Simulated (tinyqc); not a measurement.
Two-step dopant diffusion (predeposition and drive-in) with a constant diffusivity: one step, computed by the program tinyqc. Command: `OMP_NUM_THREADS=1 python tinyqc.py 3027340 3027341 out.jsonl dopdiff walk`. One thread of a shared host (Intel(R) Xeon(R) Processor @ 2.30GHz), about 0.05 s of CPU time with the checks.

Fick diffusion into a half space x > 0 whose background doping C_B is of the opposite type, so that a junction lies where C = C_B.

Question. Sheet resistance. Net dose Q_net = Q erf(x_j/(2 sqrt((Dt)2))) - C_B x_j; R_s = 1/(e mu Q_net), with every dopant ionised and one mobility.

Inputs (values chosen for the exercise, modelled on gallium in silicon):
```
quantity                         value        unit
surface concentration C_s      6.9e+18      1/cm^3
background doping C_B          9.5e+15      1/cm^3
predeposition temperature T1       950           C
drive-in temperature T2           1025           C
mean mobility in the layer mu      300  cm^2/(V s)
```

dose Q = 8.905078e+12 1/cm^2

junction depth x_j = 0.5397788 um

drive-in budget (Dt)2 = 2.013111e-10 cm^2

Constants: e = 1.602176634e-19 C.

Give: net dose; sheet resistance R_s (Gaussian).

Answer.

net dose = 8.329e+12 1/cm^2

sheet resistance R_s (Gaussian) = 2498 ohm/square

Caution: C_s exceeds the intrinsic carrier density of silicon at the predeposition temperature (2e18 to 1e19 per cm^3), where real diffusivities rise with concentration and profiles turn box-like.
